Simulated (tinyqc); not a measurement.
Worked calculation: harmonic frequencies on the RHF/sto-3g surface (energies and gradients from PySCF), for BeH+, spin multiplicity 1. One step of it, computed by the program tinyqc.

Question. Normal modes. Diagonalise H_ij / sqrt(m_i m_j); the 5 smallest eigenvalues belong to translations and rotations; wavenumber = sqrt(eigenvalue / 1822.888) x 219474.63; each mode has its largest component positive (the first on a tie); zero-point energy = sum of wavenumbers / 2, with 349.755 1/cm per kcal/mol.

Hessian (symmetrised) (hartree/bohr^2):
```
             1Bex         1Bey         1Bez          2Hx          2Hy          2Hz
1Bex   0.00000132   0.00000000   0.00000000  -0.00000132   0.00000000   0.00000000
1Bey   0.00000000   0.00000132   0.00000000   0.00000000  -0.00000132   0.00000000
1Bez   0.00000000   0.00000000   0.21594699   0.00000000   0.00000000  -0.21594699
2Hx   -0.00000132   0.00000000   0.00000000   0.00000132   0.00000000   0.00000000
2Hy    0.00000000  -0.00000132   0.00000000   0.00000000   0.00000132   0.00000000
2Hz    0.00000000   0.00000000  -0.21594699   0.00000000   0.00000000   0.21594699
```

masses (u): 1Be 9.012182, 2H 1.007825

Give: eigenvalues of the mass-weighted Hessian; harmonic wavenumbers of the vibrations; mass-weighted modes; zero-point energy.

Answer.

eigenvalues of the mass-weighted Hessian (hartree/(bohr^2 u)): 0.0000  0.0000  0.0000  0.0000  0.0000  0.2382

harmonic wavenumbers of the vibrations (1/cm): 2509.0

mass-weighted modes:
```
       mode 1
1Bex   0.0000
1Bey   0.0000
1Bez  -0.3171
2Hx    0.0000
2Hy    0.0000
2Hz    0.9484
```

zero-point energy = 3.5868 kcal/mol
